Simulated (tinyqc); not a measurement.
G0W0 on RHF in the sto-3g basis, for BeH2, spin multiplicity 1, step by step (part 1 of 2). Computed by tinyqc, a small Python program that keeps every step (integrals from PySCF). Settings: charge = 0, multiplicity = 1, basis = sto-3g, method = RHF, energy threshold = 1e-10, iteration cap = 87, orthogonalisation = symmetric, start = core, DIIS depth = 6. Command: `OMP_NUM_THREADS=1 python tinyqc.py 29264 29265 out.jsonl` (the two numbers bound the seeds that draw the settings). One thread of a shared host (Intel(R) Xeon(R) Processor @ 2.60GHz), about 0.1 s of CPU time with the checks. The early iterations of the SCF are left out here.

## One-electron integrals

Geometry (angstrom):
```
atom         x          y         z
Be    0.000000   0.000000  0.000000
H     0.000000   1.275000  0.011000
H     0.000000  -1.275000  0.011000
```

Basis sto-3g: exponents (1/bohr^2) and contraction coefficients of normalised primitives:
```
element  l (shell)   exponent  coefficient
Be           s (1)  30.167871     0.154329
Be           s (1)   5.495115     0.535328
Be           s (1)   1.487193     0.444635
Be           s (2)   1.314833    -0.099967
Be           s (2)   0.305539     0.399513
Be           s (2)   0.099371     0.700115
Be           p (3)   1.314833     0.155916
Be           p (3)   0.305539     0.607684
Be           p (3)   0.099371     0.391957
H            s (1)   3.425251     0.154329
H            s (1)   0.623914     0.535328
H            s (1)   0.168855     0.444635
```

Overlap, kinetic and nuclear-attraction integrals over the contracted functions; the nuclear repulsion is the sum of Za Zb / Rab.

nuclear repulsion = 3.52772451 hartree

overlap S, lower triangle:
```
           1Be 1s    1Be 2s   1Be 2px    1Be 2py   1Be 2pz     2H 1s     3H 1s
1Be 1s   1.000000
1Be 2s   0.259517  1.000000
1Be 2px  0.000000  0.000000  1.000000
1Be 2py  0.000000  0.000000  0.000000   1.000000
1Be 2pz  0.000000  0.000000  0.000000   0.000000  1.000000
2H 1s    0.080214  0.486445  0.000000   0.543270  0.004687  1.000000
3H 1s    0.080214  0.486445  0.000000  -0.543270  0.004687  0.045058  1.000000
```

kinetic energy T (hartree), lower triangle:
```
            1Be 1s    1Be 2s   1Be 2px    1Be 2py   1Be 2pz      2H 1s     3H 1s
1Be 1s    6.693975
1Be 2s   -0.033012  0.211111
1Be 2px   0.000000  0.000000  0.660592
1Be 2py   0.000000  0.000000  0.000000   0.660592
1Be 2pz   0.000000  0.000000  0.000000   0.000000  0.660592
2H 1s    -0.016688  0.079585  0.000000   0.216200  0.001865   0.760032
3H 1s    -0.016688  0.079585  0.000000  -0.216200  0.001865  -0.010345  0.760032
```

nuclear attraction V (hartree), lower triangle:
```
             1Be 1s     1Be 2s    1Be 2px    1Be 2py    1Be 2pz      2H 1s      3H 1s
1Be 1s   -15.391143
1Be 2s    -2.114656  -3.078746
1Be 2px    0.000000   0.000000  -2.977718
1Be 2py    0.000000   0.000000   0.000000  -3.225666
1Be 2pz   -0.000343  -0.002697   0.000000   0.000000  -2.977736
2H 1s     -0.654869  -1.480429   0.000000  -1.618896  -0.014319  -3.077104
3H 1s     -0.654869  -1.480429   0.000000   1.618896  -0.014319  -0.159552  -3.077104
```

core Hamiltonian H = T + V (hartree), lower triangle:
```
            1Be 1s     1Be 2s    1Be 2px    1Be 2py    1Be 2pz      2H 1s      3H 1s
1Be 1s   -8.697168
1Be 2s   -2.147668  -2.867635
1Be 2px   0.000000   0.000000  -2.317126
1Be 2py   0.000000   0.000000   0.000000  -2.565074
1Be 2pz  -0.000343  -0.002697   0.000000   0.000000  -2.317144
2H 1s    -0.671558  -1.400844   0.000000  -1.402695  -0.012453  -2.317072
3H 1s    -0.671558  -1.400844   0.000000   1.402695  -0.012453  -0.169897  -2.317072
```

## Two-electron integrals

Functions are numbered as in S; the eight-fold symmetry (ij|kl) = (ji|kl) = (kl|ij) leaves the list below.

Two-electron integrals (ij|kl) in chemists' order, unique and non-zero (hartree):
```
(11|11) 2.298831    (21|11) 0.392036    (21|21) 0.079539    (22|11) 0.570988
(22|21) 0.143041    (22|22) 0.417683    (31|31) 0.014607    (32|31) 0.021888
(32|32) 0.092265    (33|11) 0.569578    (33|21) 0.143083    (33|22) 0.417589
(33|33) 0.449859    (41|41) 0.014607    (42|41) 0.021888    (42|42) 0.092265
(43|43) 0.024249    (44|11) 0.569578    (44|21) 0.143083    (44|22) 0.417589
(44|33) 0.401360    (44|44) 0.449859    (51|51) 0.014607    (52|51) 0.021888
(52|52) 0.092265    (53|53) 0.024249    (54|54) 0.024249    (55|11) 0.569578
(55|21) 0.143083    (55|22) 0.417589    (55|33) 0.401360    (55|44) 0.401360
(55|55) 0.449859    (61|11) 0.120289    (61|21) 0.024366    (61|22) 0.044063
(61|33) 0.043738    (61|41) 0.002209    (61|42) 0.004087    (61|44) 0.044738
(61|51) 0.000019    (61|52) 0.000035    (61|54) 0.000009    (61|55) 0.043738
(61|61) 0.007845    (62|11) 0.246150    (62|21) 0.062322    (62|22) 0.192915
(62|33) 0.186159    (62|41) 0.008208    (62|42) 0.046591    (62|44) 0.206254
(62|51) 0.000071    (62|52) 0.000402    (62|54) 0.000173    (62|55) 0.186160
(62|61) 0.021049    (62|62) 0.124157    (63|31) 0.006268    (63|32) 0.027864
(63|43) 0.008476    (63|53) 0.000073    (63|63) 0.012774    (64|11) 0.248778
(64|21) 0.063847    (64|22) 0.207475    (64|33) 0.195265    (64|41) 0.013549
(64|42) 0.073258    (64|44) 0.231677    (64|51) 0.000063    (64|52) 0.000392
(64|54) 0.000241    (64|55) 0.195267    (64|61) 0.022752    (64|62) 0.153053
(64|64) 0.197051    (65|11) 0.002146    (65|21) 0.000551    (65|22) 0.001790
(65|33) 0.001685    (65|41) 0.000063    (65|42) 0.000392    (65|44) 0.001853
(65|51) 0.006268    (65|52) 0.027867    (65|54) 0.008477    (65|55) 0.001831
(65|61) 0.000196    (65|62) 0.001320    (65|64) 0.001590    (65|65) 0.012788
(66|11) 0.409968    (66|21) 0.105769    (66|22) 0.362514    (66|33) 0.336358
(66|41) 0.017860    (66|42) 0.124859    (66|44) 0.414501    (66|51) 0.000154
(66|52) 0.001077    (66|54) 0.000674    (66|55) 0.336364    (66|61) 0.037030
(66|62) 0.286006    (66|64) 0.377011    (66|65) 0.003253    (66|66) 0.774606
(71|11) 0.120289    (71|21) 0.024366    (71|22) 0.044063    (71|33) 0.043738
(71|41) -0.002209   (71|42) -0.004087   (71|44) 0.044738    (71|51) 0.000019
(71|52) 0.000035    (71|54) -0.000009   (71|55) 0.043738    (71|61) 0.007137
(71|62) 0.017762    (71|64) 0.017372    (71|65) 0.000166    (71|66) 0.029535
(71|71) 0.007845    (72|11) 0.246150    (72|21) 0.062322    (72|22) 0.192915
(72|33) 0.186159    (72|41) -0.008208   (72|42) -0.046591   (72|44) 0.206254
(72|51) 0.000071    (72|52) 0.000402    (72|54) -0.000173   (72|55) 0.186160
(72|61) 0.017762    (72|62) 0.069909    (72|64) 0.067192    (72|65) 0.000731
(72|66) 0.120732    (72|71) 0.021049    (72|72) 0.124157    (73|31) 0.006268
(73|32) 0.027864    (73|43) -0.008476   (73|53) 0.000073    (73|63) 0.005987
(73|73) 0.012774    (74|11) -0.248778   (74|21) -0.063847   (74|22) -0.207475
(74|33) -0.195265   (74|41) 0.013549    (74|42) 0.073258    (74|44) -0.231677
(74|51) -0.000063   (74|52) -0.000392   (74|54) 0.000241    (74|55) -0.195267
(74|61) -0.017372   (74|62) -0.067192   (74|64) -0.060683   (74|65) -0.000690
(74|66) -0.112688   (74|71) -0.022752   (74|72) -0.153053   (74|74) 0.197051
(75|11) 0.002146    (75|21) 0.000551    (75|22) 0.001790    (75|33) 0.001685
(75|41) -0.000063   (75|42) -0.000392   (75|44) 0.001853    (75|51) 0.006268
(75|52) 0.027867    (75|54) -0.008477   (75|55) 0.001831    (75|61) 0.000166
(75|62) 0.000731    (75|64) 0.000690    (75|65) 0.005995    (75|66) 0.001299
(75|71) 0.000196    (75|72) 0.001320    (75|74) -0.001590   (75|75) 0.012788
(76|11) 0.028966    (76|21) 0.007147    (76|22) 0.019951    (76|33) 0.019619
(76|44) 0.020605    (76|51) 0.000016    (76|52) 0.000072    (76|55) 0.019620
(76|61) 0.002212    (76|62) 0.009457    (76|64) 0.010346    (76|65) 0.000110
(76|66) 0.018271    (76|71) 0.002212    (76|72) 0.009457    (76|74) -0.010346
(76|75) 0.000110    (76|76) 0.000973    (77|11) 0.409968    (77|21) 0.105769
(77|22) 0.362514    (77|33) 0.336358    (77|41) -0.017860   (77|42) -0.124859
(77|44) 0.414501    (77|51) 0.000154    (77|52) 0.001077    (77|54) -0.000674
(77|55) 0.336364    (77|61) 0.029535    (77|62) 0.120732    (77|64) 0.112688
(77|65) 0.001299    (77|66) 0.207440    (77|71) 0.037030    (77|72) 0.286006
(77|74) -0.377011   (77|75) 0.003253    (77|76) 0.018271    (77|77) 0.774606
```

## Orthogonalisation

S = U s U^T; symmetric (Loewdin) form X = U s^(-1/2) U^T, so that X^T S X = 1.

eigenvalues of S: 0.208841  0.315958  0.931255  1.000000  1.000079  1.746102  1.797765

X, lower triangle:
```
            1Be 1s     1Be 2s   1Be 2px    1Be 2py    1Be 2pz      2H 1s     3H 1s
1Be 1s    1.028163
1Be 2s   -0.152393   1.299077
1Be 2px   0.000000   0.000000  1.000000
1Be 2py   0.000000   0.000000  0.000000   1.451522
1Be 2pz  -0.000159   0.002584  0.000000   0.000000   1.000025
2H 1s     0.015114  -0.346590  0.000000  -0.505879  -0.003297   1.363642
3H 1s     0.015114  -0.346590  0.000000   0.505879  -0.003297  -0.129836  1.363642
```

## Iteration 7 (converged): orbitals

converged F (hartree), lower triangle:
```
            1Be 1s     1Be 2s   1Be 2px    1Be 2py    1Be 2pz      2H 1s      3H 1s
1Be 1s   -4.514238
1Be 2s   -1.288058  -0.645184
1Be 2px   0.000000   0.000000  0.210298
1Be 2py   0.000000   0.000000  0.000000  -0.263945
1Be 2pz   0.000186  -0.002216  0.000000   0.000000   0.210273
2H 1s    -0.408837  -0.443146  0.000000  -0.342293  -0.002412  -0.342612
3H 1s    -0.408837  -0.443146  0.000000   0.342293  -0.002412  -0.064638  -0.342612
```

Diagonalise F' = X^T F X, C = X C', fill 3 alpha and 3 beta electrons from the bottom; D = 2 C_occ C_occ^T. Each column has its largest component positive (the first on a tie).

F' = X^T F X (hartree), lower triangle:
```
           1          2         3          4          5          6         7
1  -4.404949
2  -0.681966  -0.069777
3   0.000000   0.000000  0.210298
4   0.000000   0.000000  0.000000   0.306992
5   0.000295   0.001009  0.000000   0.000000   0.210305
6  -0.080706  -0.353875  0.000000  -0.513396  -0.003079   0.128420
7  -0.080706  -0.353875  0.000000   0.513396  -0.003079  -0.150907  0.128420
```

orbital energies (hartree): MO1 -4.517716, MO2 -0.467303, MO3 -0.433024, MO4 0.210265, MO5 0.210298, MO6 0.487846, MO7 1.019344

coefficients C:
```
               MO1        MO2        MO3        MO4       MO5        MO6        MO7
1Be 1s    0.991747  -0.229285   0.000000   0.003563  0.000000  -0.211313   0.000000
1Be 2s    0.031571   0.543273   0.000000  -0.016569  0.000000   1.286338   0.000000
1Be 2px   0.000000   0.000000   0.000000   0.000000  1.000000   0.000000   0.000000
1Be 2py   0.000000   0.000000   0.505885   0.000000  0.000000   0.000000   1.537148
1Be 2pz  -0.000007   0.002098   0.000000   0.999867  0.000000   0.018408   0.000000
2H 1s    -0.002161   0.395878   0.399530   0.006577  0.000000  -0.851314  -1.100694
3H 1s    -0.002161   0.395878  -0.399530   0.006577  0.000000  -0.851314   1.100694
```

D after iteration 7, lower triangle:
```
            1Be 1s    1Be 2s   1Be 2px    1Be 2py   1Be 2pz      2H 1s     3H 1s
1Be 1s    2.072269
1Be 2s   -0.186507  0.592284
1Be 2px   0.000000  0.000000  0.000000
1Be 2py   0.000000  0.000000  0.000000   0.511840
1Be 2pz  -0.000976  0.002280  0.000000   0.000000  0.000009
2H 1s    -0.185824  0.430003  0.000000   0.404233  0.001661   0.632697
3H 1s    -0.185824  0.430003  0.000000  -0.404233  0.001661  -0.005801  0.632697
```

## Convergence

Stop when the energy changes by less than 1e-10 hartree and every element of the error matrix X^T (F D S - S D F) X is below 3e-06.

Course of the cycle:
```
iteration   E (hartree)     change  largest element of the error matrix
1          -15.21098706          -                             5.34e-01
2          -15.55788813  -3.47e-01                             5.87e-02
3          -15.56113186  -3.24e-03                             1.31e-03
4          -15.56113651  -4.65e-06                             2.21e-04
5          -15.56113665  -1.37e-07                             1.64e-05
6          -15.56113665  -8.47e-10                             2.11e-06
7          -15.56113665  -1.64e-11                             2.42e-09
```

PySCF RHF in the same basis = -15.56113665 hartree

Converged in 7 iterations.

## Integrals over molecular orbitals

(pq|rs) = sum C_ip C_jq C_kr C_ls (ij|kl), one index at a time.

one-electron integrals over orbitals h = C^T H C (hartree), lower triangle:
```
           1          2          3          4          5          6          7
1  -8.685441
2   0.231437  -2.509408
3   0.000000   0.000000  -2.475969
4  -0.003898   0.000041   0.000000  -2.317081
5   0.000000   0.000000   0.000000   0.000000  -2.317126
6   0.187994  -0.150112   0.000000  -0.003972   0.000000  -1.917799
7   0.000000   0.000000  -0.266950   0.000000   0.000000   0.000000  -1.770498
```

Two-electron integrals over orbitals (pq|rs), unique and non-zero (hartree):
```
(11|11) 2.271439    (21|11) -0.203238   (21|21) 0.027879    (22|11) 0.496928
(22|21) -0.007108   (22|22) 0.404893    (31|31) 0.006359    (32|31) 0.015167
(32|32) 0.165479    (33|11) 0.468334    (33|21) -0.002962   (33|22) 0.418358
(33|33) 0.441398    (41|11) 0.003058    (41|21) -0.000375   (41|22) 0.000309
(41|33) 0.000179    (41|41) 0.015771    (42|11) -0.001078   (42|21) 0.000141
(42|22) 0.000919    (42|33) 0.000829    (42|41) 0.015418    (42|42) 0.050121
(43|31) -4.16e-06   (43|32) 0.000835    (43|43) 0.015232    (44|11) 0.569156
(44|21) -0.008307   (44|22) 0.373384    (44|33) 0.361694    (44|41) -0.000420
(44|42) -0.001850   (44|44) 0.449886    (51|51) 0.015768    (52|51) 0.015422
(52|52) 0.050122    (53|53) 0.015225    (54|51) -0.000260   (54|52) -0.000678
(54|54) 0.024258    (55|11) 0.569170    (55|21) -0.008306   (55|22) 0.373400
(55|33) 0.361700    (55|41) 0.000099    (55|42) -0.000494   (55|44) 0.401357
(55|55) 0.449859    (61|11) -0.175336   (61|21) 0.024744    (61|22) -0.007000
(61|33) -0.004437   (61|41) -0.000128   (61|42) 0.000288    (61|44) -0.004383
(61|55) -0.004375   (61|61) 0.022261    (62|11) 0.103426    (62|21) -0.006805
(62|22) -0.027572   (62|33) -0.050122   (62|41) 0.000272    (62|42) -0.000158
(62|44) 0.048020    (62|55) 0.048047    (62|61) -0.003427   (62|62) 0.076514
(63|31) -0.003410   (63|32) -0.095820   (63|43) -0.000680   (63|63) 0.083154
(64|11) 0.001228    (64|21) 0.000035    (64|22) 0.000388    (64|33) -0.000112
(64|41) 0.016293    (64|42) 0.047542    (64|44) -0.000597   (64|55) 0.000376
(64|61) 0.000267    (64|62) 0.001479    (64|64) 0.051045    (65|51) 0.016302
(65|52) 0.047576    (65|54) -0.000487   (65|65) 0.051076    (66|11) 0.478549
(66|21) -0.006432   (66|22) 0.402134    (66|33) 0.413104    (66|41) 0.000648
(66|42) 0.002023    (66|44) 0.370622    (66|55) 0.370665    (66|61) -0.005759
(66|62) -0.037349   (66|64) 0.001346    (66|66) 0.416156    (71|31) 0.011700
(71|32) 0.021096    (71|43) -0.000058   (71|63) -0.002783   (71|71) 0.022078
(72|31) 0.003117    (72|32) -0.045837   (72|43) -0.000868   (72|63) 0.061094
(72|71) 0.006936    (72|72) 0.056522    (73|11) 0.136047    (73|21) -0.005427
(73|22) -0.008135   (73|33) -0.023011   (73|41) -0.000072   (73|42) -0.001277
(73|44) 0.055914    (73|55) 0.055910    (73|61) -0.003099   (73|62) 0.071691
(73|64) 0.000426    (73|66) -0.028761   (73|73) 0.081261    (74|31) -0.000245
(74|32) -0.002184   (74|43) 0.013850    (74|63) 0.001264    (74|71) -0.000394
(74|72) 0.000304    (74|74) 0.016413    (75|53) 0.013859    (75|75) 0.016379
(76|31) 0.011729    (76|32) 0.143422    (76|43) 0.000968    (76|63) -0.096734
(76|71) 0.016293    (76|72) -0.058016   (76|74) -0.001892   (76|76) 0.141804
(77|11) 0.584769    (77|21) -0.009466   (77|22) 0.435428    (77|33) 0.454655
(77|41) 0.000059    (77|42) 0.000152    (77|44) 0.394332    (77|55) 0.394319
(77|61) -0.009058   (77|62) -0.041955   (77|64) -0.000619   (77|66) 0.442245
(77|73) -0.015948   (77|77) 0.497771
```

## Screening: direct RPA

With D = e_a - e_i and K = (ia|jb): diagonalise D^(1/2) (D + 4K) D^(1/2) = Z w^2 Z^T; X + Y = D^(1/2) Z w^(-1/2), each column of Z with its largest component positive (the first on a tie); E_c = (sum w - tr (D + 2K)) / 2.

D^(1/2) (D + 4K) D^(1/2) (hartree^2), lower triangle:
```
           1>4        1>5        1>6        1>7        2>4       2>5       2>6        2>7
1>4  22.652070
1>5   0.000000  22.652323
1>6  -0.002496   0.000000  25.501368
1>7   0.000000   0.000000   0.000000  31.148027
2>4   0.110384   0.000000   0.002123   0.000000   0.594939
2>5   0.000000   0.110418   0.000000   0.000000   0.000000  0.594994
2>6   0.002310   0.000000  -0.029970   0.000000  -0.000508  0.000000  1.204639
2>7   0.000000   0.000000   0.000000   0.079596   0.000000  0.000000  0.000000   2.546233
3>4   0.000000   0.000000   0.000000  -0.000435   0.000000  0.000000  0.000000  -0.003395
3>5   0.000000   0.000000   0.000000   0.000000   0.000000  0.000000  0.000000   0.000000
3>6   0.000000   0.000000   0.000000  -0.025140   0.000000  0.000000  0.000000   0.285933
3>7  -0.000751   0.000000  -0.033427   0.000000  -0.005069  0.000000  0.337752   0.000000

           3>4       3>5       3>6       3>7
3>4   0.453015
3>5   0.000000  0.453041
3>6  -0.002094  0.000000  1.154298
3>7   0.000000  0.000000  0.000000  2.581455
```

excitation energies w (hartree): 0.673057  0.673083  0.770956  0.771000  1.047759  1.061239  1.613226  1.630887  4.759477  4.759504  5.049897  5.581063

X + Y:
```
            1         2          3          4          5          6          7          8
1>4  0.000000  0.000000  -0.012392   0.000000   0.000000  -0.000250   0.000000   0.000041
1>5  0.000000  0.000000   0.000000  -0.012396   0.000000   0.000000   0.000000   0.000000
1>6  0.000000  0.000000  -0.000211   0.000000   0.000000   0.001928   0.000000   0.003017
1>7  0.000037  0.000000   0.000000   0.000000   0.003066   0.000000  -0.004752   0.000000
2>4  0.000000  0.000000   0.937464   0.000000   0.000000   0.000963   0.000000  -0.001575
2>5  0.000000  0.000000   0.000000   0.937463   0.000000   0.000000   0.000000   0.000000
2>6  0.000000  0.000000  -0.000692   0.000000   0.000000   0.924140   0.000000   0.173003
2>7  0.001910  0.000000   0.000000   0.000000  -0.230784   0.000000   0.941772   0.000000
3>4  0.977633  0.000000   0.000000   0.000000  -0.001697   0.000000  -0.001097   0.000000
3>5  0.000000  0.977642   0.000000   0.000000   0.000000   0.000000   0.000000   0.000000
3>6  0.002879  0.000000   0.000000   0.000000   0.919727   0.000000   0.146380   0.000000
3>7  0.000000  0.000000   0.003642   0.000000   0.000000  -0.264460   0.000000   0.919250

             9        10         11         12
1>4   0.996673  0.000000  -0.000845   0.000000
1>5   0.000000  0.996674   0.000000   0.000000
1>6   0.000896  0.000000   0.995598   0.000000
1>7   0.000000  0.000000   0.000000   0.996046
2>4   0.001888  0.000000   0.000030   0.000000
2>5   0.000000  0.001889   0.000000   0.000000
2>6   0.000047  0.000000  -0.000545   0.000000
2>7   0.000000  0.000000   0.000000   0.001432
3>4   0.000000  0.000000   0.000000  -0.000005
3>5   0.000000  0.000000   0.000000   0.000000
3>6   0.000000  0.000000   0.000000  -0.000330
3>7  -0.000021  0.000000  -0.000792   0.000000
```

RPA correlation energy = -0.03617038 hartree

Within a degenerate level the vectors are fixed only up to a rotation; this is one choice.

## G0W0 on Hartree-Fock: HOMO

W(p,q,m) = sqrt2 sum_ia (pq|ia) (X+Y)_ia,m; Sigma_c(x) = sum_(i,m) W^2/(x - e_i + w_m) + sum_(a,m) W^2/(x - e_a - w_m); solve x = e_p + Sigma_c(x) by Newton steps; Z = 1/(1 - dSigma/dx); 1 hartree = 27.211386 eV.

The 12 largest terms at x = e_p (hartree; W for the signs of X + Y given):
```
q   m          W       term
2   5  -0.109582   0.011098
7   8   0.123170  -0.004920
2   7  -0.081027   0.003985
6   5   0.088207  -0.003952
6   7   0.098603  -0.003837
3   6  -0.056911   0.003052
7   6   0.063293  -0.001594
3   8  -0.042198   0.001092
4   1   0.021054  -0.000337
5   2   0.021050  -0.000337
2  12   0.029668   0.000157
1  12   0.016489   0.000028
```

Newton steps (hartree):
```
step          x  Sigma_c(x)         Z
0     -0.433024    0.004445  0.977974
1     -0.428677    0.004347  0.978067
2     -0.428677    0.004347  0.978068
```

quasiparticle energy of the HOMO = -11.664894 eV

Hartree-Fock value = -11.783190 eV
